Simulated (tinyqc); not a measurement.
From results back to parameters: propagation of a band-gap error through k.p and effective-mass formulas. Two cases, with inputs chosen for the exercise.

Problem. A calculation returned the electron mass below. With 1/me = 1 + Ep (E + 2 Dso/3)/(E (E + Dso)) and the given Ep and Dso, which gap E did it have, and by what factor is exp(-E/2kT) off against the gap Eg?

Constants: kB = 8.617333262e-05 eV/K.
Find: X = 1/me - 1; E; log10 of the factor.
Method. X E^2 + (X Dso - Ep) E - (2/3) Ep Dso = 0 has one positive root; the factor is exp((Eg - E)/2kT).

Case 1.

Values chosen (reference values near those of InAs, gap at low temperature; shifted at random, so the results belong to these values and not to a real crystal): Eg = 0.416 eV (gap at Gamma to the s-like level); Dso = 0.395 eV (spin-orbit splitting); Ep = 21.5 eV (Kane energy); T = 300 K (temperature).

me = 0.0464342 m0

Solution.

X = 1/me - 1 = 20.536
E = 0.944 eV
log10 of the factor = -4.44

Case 2.

Values chosen (reference values near those of GaAs, gap at low temperature; shifted at random, so the results belong to these values and not to a real crystal): Eg = 1.516 eV (gap at Gamma to the s-like level); Dso = 0.341 eV (spin-orbit splitting); Ep = 25.6 eV (Kane energy); T = 77 K (temperature).

me = 0.0336555 m0

Solution.

X = 1/me - 1 = 28.713
E = 0.803 eV
log10 of the factor = 23.33

Computed by tinyqc, one run a case: `OMP_NUM_THREADS=1 python tinyqc.py N N+1 out.jsonl` with N = 1850649, 1850663; one thread of a shared Intel(R) Xeon(R) Processor @ 2.30GHz, about 0.01 s a run at most.
